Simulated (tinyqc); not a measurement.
Inside a calculation. Model: shallow acceptor in the spherical model (Baldereschi-Lipari), strong spin-orbit limit. Computed by tinyqc, a small Python program that keeps every step. Command: `OMP_NUM_THREADS=1 python tinyqc.py 3017427 3017428 out.jsonl acceptor walk`. One thread of a shared host (Intel(R) Xeon(R) Processor @ 2.30GHz), about 0.01 s of CPU time with the checks. Intermediate numbers are printed to about 5 digits and carried at full precision; extremes and crossings named in words are read from the listed rows.

The 1S(3/2) state has an s envelope f(r) and a d envelope g(r). In effective units they obey -(f'' + 2f'/r + 2f/r) + mu (g'' + 5g'/r + 3g/r^2) = E f and -(g'' + 2g'/r - 6g/r^2 + 2g/r) + mu (f'' - f'/r) = E g. The cubic term, the split-off band and the central cell are left out.

Inputs (values chosen for the exercise, for a model semiconductor): Luttinger gamma_1 = 12.6; Luttinger gamma_2 = 3.14; Luttinger gamma_3 = 5.08; dielectric constant eps = 14.2; functions per channel n = 2; smallest exponent zeta_1 = 1.2 1/a*; ratio beta of exponents = 2.2.

Constants: Ry = 13.605693123 eV; a_0 = 0.529177210903 angstrom.

## Effective units and couplings

Ry* = Ry/(gamma_1 eps^2), a* = a_0 eps gamma_1, mu = (6 gamma_3 + 4 gamma_2)/(5 gamma_1), delta = (gamma_3 - gamma_2)/gamma_1; spherical masses 1/(gamma_1 (1 - mu)) (heavy) and 1/(gamma_1 (1 + mu)) (light).

Ry* = 5.3552 meV

a* = 94.680 angstrom

mu = 0.68317

delta = 0.15397

heavy-hole mass = 0.25050 m_0

light-hole mass = 0.047152 m_0

## Matrices in a small basis

zeta_i = zeta_1 beta^(i-1), i = 1..n, in both channels. Basis: f_i = exp(-zeta_i r), g_i = r exp(-zeta_i r), weight r^2 dr, s = zeta_i + zeta_j. S_ff = 2/s^3, H_ff = zeta_i zeta_j S_ff - 2/s^2; S_gg = 24/s^5, H_gg = 8/s^3 + 24 zeta_i zeta_j/s^5 - 12/s^4; H(f_i, g_j) = mu (6 zeta_i^2/s^4 + 2 zeta_i/s^3); S_fg = 0. Each function is normalised by sqrt(S_ii).

H (Ry*), rows f1, f2, g1, g2:
$$\begin{pmatrix}
-0.96 & -0.53536 & 1.4200 & 1.9287 \\
-0.53536 & 1.6896 & 3.0486 & 6.8726 \\
1.4200 & 3.0486 & 2.16 & 4.2195 \\
1.9287 & 6.8726 & 4.2195 & 13.6224
\end{pmatrix}$$

S, rows f1, f2, g1, g2:
$$\begin{pmatrix}
1.0000 & 0.7967 & 0.0000 & 0.0000 \\
0.7967 & 1.0000 & 0.0000 & 0.0000 \\
0.0000 & 0.0000 & 1.0000 & 0.6846 \\
0.0000 & 0.0000 & 0.6846 & 1.0000
\end{pmatrix}$$

## Lowest level in the small basis

H c = E S c with c^T S c = 1 and the largest component positive; the d weight is the part of the norm in g.

E = -1.7582 Ry*

coefficients: f1 0.41793, f2 0.52161, g1 -0.31676, g2 -0.17379

d weight = 0.20592

## Converged levels

Large basis: zeta_i = 0.08 x 1.55^(i-1), i = 1..20 in each channel; overlap eigenvalues below 1e-11 are dropped. Binding energies are -E Ry*; the mass that fits is E(1S) eps^2/Ry.

1S(3/2) binding in Ry* = 1.7810

1S(3/2) binding energy = 9.5376 meV

2S(3/2) binding energy = 2.7719 meV

d weight of 1S(3/2) = 0.21179

Hydrogenic mass that fits = 0.14135 m_0

The small basis recovers 98.7 % of the binding. The ratio 2S/1S is 0.291 against the hydrogenic 0.25. The fitted mass is 56 % of the heavy-hole mass.

## One mass for the acceptor?

Hydrogenic binding Ry m/eps^2; the density-of-states mass is (m_H^(3/2) + m_L^(3/2))^(2/3); errors are against the large basis.

1S binding energy:
```
mass                     value (m_0)  binding (meV)  error (%)
light hole                   0.04715          3.182    -66.641
1/gamma_1                    0.07937          5.355    -43.852
mean of heavy and light      0.14883         10.042      5.290
heavy hole                   0.25050         16.903     77.222
density of states            0.26396         17.811     86.743
```

The coupled result, 9.54 meV, lies between the 1/gamma_1 value (no coupling) and the heavy-hole value; the closest single rule here is "mean of heavy and light", off by +5.3 %.

## Binding against mu

The formulas are those given above.

1S(3/2):
```
mu    binding (Ry*)  d weight  binding x (1 - mu)
0.10         1.0091   0.00424             0.90817
0.20         1.0374   0.01702             0.82994
0.41         1.1812   0.07292             0.69690
0.50         1.2985   0.10979             0.64927
0.68         1.7676   0.20968             0.56563
0.80         2.5802   0.29828             0.51604
0.90         4.7683   0.38818             0.47683
0.95         9.1447   0.44002             0.45723
```

The binding grows from 1.009 to 9.14 Ry*, slowly at first (second order in mu), while the d weight rises to 0.44. The last column, the binding in units of the heavy-hole Rydberg, falls to 0.457, towards about 0.44 as mu tends to 1.

Checks made by the program: mu = 0 against hydrogen, 1 and 1/4 (relative difference 4e-06); the coupling element from the adjoint operator (relative difference below 1e-10).
